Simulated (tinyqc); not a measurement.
From results back to parameters: donor level screened by free carriers (Yukawa potential). Three cases, with inputs chosen for the exercise.

Problem. With Debye screening alone, ks^2 = 4 pi q n/(eps kB T), 1e18/cm^3 = 1e-6/angstrom^3. The converged binding was computed from a hidden density.

Potential -(q/(eps r)) exp(-ks r), q = e^2/(4 pi eps0). In units Ry* = Ry m/eps^2 and a* = a0 eps/m the problem is [-Laplacian - 2 exp(-x r)/r] psi = E psi with x = ks a*.

Converged values use 18 functions exp(-z r), z = 1.55^i, i = -11 to 6: S = 2/A^3, H = z_i z_j S - 2/(A + x)^2, A = z_i + z_j.

Constants: e^2/(4 pi eps0) = 14.39964547 eV angstrom; kB = 8.617333262e-05 eV/K.

Case 1.

Values chosen (out of a larger set: near those of a donor in Si, with one mean mass; not measured data): eps = 11.9 (dielectric constant); T = 400 K (temperature).

Ry* = 29.880 meV
a* = 20.25 angstrom
binding = 7.8434 meV

Case 2.

Values chosen (out of a larger set: near those of a donor in InP, with one mean mass; not measured data): eps = 12.8 (dielectric constant); T = 200 K (temperature).

Ry* = 6.394 meV
a* = 87.97 angstrom
binding = 1.1823 meV

Case 3.

Values chosen (out of a larger set: near those of a donor in Si, with one mean mass; not measured data): eps = 11.7 (dielectric constant); T = 200 K (temperature).

Ry* = 29.718 meV
a* = 20.71 angstrom
binding = 4.6517 meV

Find: x; n.

Solution. The binding in Ry* falls steadily with x, so bisection gives x; then n = (x/a*)^2 eps kB T/(4 pi q).

Case 1.

x = 0.538
n = 1.6 x 1e18/cm^3

Case 2.

x = 0.637
n = 0.064 x 1e18/cm^3

Case 3.

x = 0.680
n = 1.2 x 1e18/cm^3

Computed by tinyqc, one run a case: `OMP_NUM_THREADS=1 python tinyqc.py N N+1 out.jsonl` with N = 1252714, 1252717, 1252753; one thread of a shared Intel(R) Xeon(R) Processor @ 2.30GHz, about 0.02 s a run at most.
